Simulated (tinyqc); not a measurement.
Ferroelectric with a first-order transition, Landau-Devonshire energy: two steps of the calculation.

One domain with free energy u = al P^2 + be P^4 + ga P^6 - E P, al = a0 (T - T0), be < 0 < ga (P in uC/cm^2, E in kV/cm, u in mJ/cm^3). Equilibrium: E = 2 al P + 4 be P^3 + 6 ga P^5; a state is stable against small changes where dE/dP > 0. The coercive field is that of uniform switching, which real films, switching by domains, do not reach.

Inputs (values chosen for the exercise):
```
symbol    value          unit                             meaning
a0        0.046  kV cm/(uC K)  slope of the quadratic coefficient
T0          700             K             Curie-Weiss temperature
be      -0.0073  kV cm^5/uC^3                 quartic coefficient
ga       7.5e-6  kV cm^9/uC^5             sixth-order coefficient
T           680             K                         temperature
Ea          -63         kV/cm                       applied field
```

Constants: eps0 = 8.8541878128e-14 F/cm where lengths are in cm. Results are converted to the units shown.

Question 1. Spontaneous polarisation, coercive field and susceptibility. Ps^2 = [-be + sqrt(be^2 - 3 al ga)]/(3 ga); Pc^2 = [-3 be + sqrt(9 be^2 - 15 al ga)]/(15 ga), Ec = -E(Pc); susceptibility chi = 1/(eps0 dE/dP).

Wanted: al; Ps; u(Ps) at E = 0; Pc; Ec; chi at Ps.

Answer 1.

al = -0.9200 kV cm/uC
Ps = 26.58 uC/cm^2
u(Ps) at E = 0 = -1649 mJ/cm^3
Pc = 20.23 uC/cm^2
Ec = 126.5 kV/cm
chi at Ps = 232.2

Question 2. Polarisation on the upper branch by Newton steps. f = 2 al P + 4 be P^3 + 6 ga P^5 - Ea, f' = 2 al + 12 be P^2 + 30 ga P^4, P(new) = P - f/f'.

P after iteration 1 = 25.294288 uC/cm^2
al = -0.92 kV cm/uC

Give: f; f'; P after iteration 2.

Answer 2.

f = 9.8403 kV/cm
f' = 34.216 kV cm/uC
P after iteration 2 = 25.007 uC/cm^2

tinyqc, about 0.01 s, one thread, Intel Xeon 2.30GHz (shared host): `OMP_NUM_THREADS=1 python tinyqc.py 2860032 2860033 out.jsonl`
